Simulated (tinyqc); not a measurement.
Inside a calculation. Method: plane-wave Kohn-Sham cycle with exchange-only LDA in a layered model solid. One step of it, computed by the program tinyqc.

Task: Iteration 1: levels at that k. Diagonalise the Hermitian matrix.

H (hartree), order -3, -2, -1, +0, +1, +2, +3:
$$\begin{pmatrix}
1.075047 & -0.310000 & -0.120000 & 0.000000 & 0.000000 & 0.000000 & 0.000000 \\
-0.310000 & 0.300161 & -0.310000 & -0.120000 & 0.000000 & 0.000000 & 0.000000 \\
-0.120000 & -0.310000 & -0.148457 & -0.310000 & -0.120000 & 0.000000 & 0.000000 \\
0.000000 & -0.120000 & -0.310000 & -0.270808 & -0.310000 & -0.120000 & 0.000000 \\
0.000000 & 0.000000 & -0.120000 & -0.310000 & -0.066890 & -0.310000 & -0.120000 \\
0.000000 & 0.000000 & 0.000000 & -0.120000 & -0.310000 & 0.463295 & -0.310000 \\
0.000000 & 0.000000 & 0.000000 & 0.000000 & -0.120000 & -0.310000 & 1.319748
\end{pmatrix}$$

Give: eigenvalues.

Result:

eigenvalues (hartree): [-0.803, -0.215, 0.133, 0.398, 0.553, 1.185, 1.421]
